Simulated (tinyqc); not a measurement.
Koster-Slater impurity in a tight-binding band, by Green functions and by supercells: one step, computed by the program tinyqc.

One orbital per site, e(k) = -2 t sum cos(k_i) over 2 direction(s), band from -4 t to 4 t, lattice constant 1. One site has the extra energy U. Spin is left out.

Task: The supercell Hamiltonian at Gamma. H_ij = -t for each bond from i to j, images included (two bonds add when N = 2); H_11 = U; sites are numbered with the last coordinate running fastest. Diagonalise.

Inputs (values chosen for the exercise, for a model band): hopping t = 1.3 eV; impurity potential U = -4.42 eV; supercell edge N = 2 sites.

Lattice: square.

Give: H; levels.

Result:

H (eV):
```
[[-4.42, -2.60, -2.60, 0.00],
 [-2.60, 0.00, 0.00, -2.60],
 [-2.60, 0.00, 0.00, -2.60],
 [0.00, -2.60, -2.60, 0.00]]
```

levels (eV): [-7.053, -1.878, 0.000, 4.511]
